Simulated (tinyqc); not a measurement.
Implanted layer, carriers, mobility and sheet resistance: one step of the calculation.

An n-type layer from the surface x = 0 to the junction xj, N(x) = N0 exp(-(x - Rp)^2/(2 sg^2)). Local neutrality (no depletion at surface or junction, no spilling of carriers), intrinsic carriers neglected, full ionisation of active dopants.

Question. Junction depth and local values. xj = Rp + sg sqrt(2 ln(N0/Nb)); 14 equal steps from 0 to xj. Active dopant A = min(N, Ns); n = A - Nb; mobility mu = m1 + (m2 (T/300 K)^(-bt) - m1)/(1 + ((A + Nb)/Nr)^am).

Values chosen for this exercise; values close to those of arsenic in silicon over a p-type background:
- T = 250 K (temperature)
- Nb = 4e15 cm^-3 (background doping of the opposite type)
- N0 = 2.2e18 cm^-3 (peak chemical concentration)
- m1 = 50.6 cm^2/(V s) (mobility limit at high doping)
- m2 = 1420 cm^2/(V s) (mobility limit at low doping, at 300 K)
- Nr = 9.96e16 cm^-3 (reference doping of the mobility law)
- am = 0.683 (exponent of the mobility law)
- bt = 2.5 (temperature exponent of m2)
- Ns = 1.95e20 cm^-3 (solubility limit of active dopant)
- sg = 140 nm (straggle after annealing)
- Rp = 110 nm (projected range)

Find: xj; x; N; A; n; mu.

Answer.

xj = 607.3 nm
x, point 0 to 14 (nm): [0.0, 43.4, 86.8, 130.1, 173.5, 216.9, 260.3, 303.7, 347.1, 390.4, 433.8, 477.2, 520.6, 564.0, 607.3]
N, point 0 to 14 (cm^-3): [1.616e18, 1.965e18, 2.170e18, 2.177e18, 1.985e18, 1.644e18, 1.236e18, 8.450e17, 5.246e17, 2.959e17, 1.516e17, 7.057e16, 2.984e16, 1.146e16, 4.000e15]
A, point 0 to 14 (cm^-3): [1.616e18, 1.965e18, 2.170e18, 2.177e18, 1.985e18, 1.644e18, 1.236e18, 8.450e17, 5.246e17, 2.959e17, 1.516e17, 7.057e16, 2.984e16, 1.146e16, 4.000e15]
n, point 0 to 14 (in units of 1e18 cm^-3): [1.612, 1.961, 2.166, 2.173, 1.981, 1.640, 1.232, 0.841, 0.521, 0.292, 0.148, 0.067, 0.026, 0.007, 0.000]
mu, point 0 to 14 (cm^2/(V s)): [334.3, 303.0, 288.2, 287.7, 301.4, 331.4, 382.4, 462.0, 581.1, 751.6, 979.8, 1253, 1532, 1761, 1908]

The mobility runs from 288 to 1910 cm^2/(V s).

Numbers from tinyqc (`OMP_NUM_THREADS=1 python tinyqc.py 2110094 2110095 out.jsonl`; about 0.01 s on one thread of a shared Intel Xeon 2.30GHz).
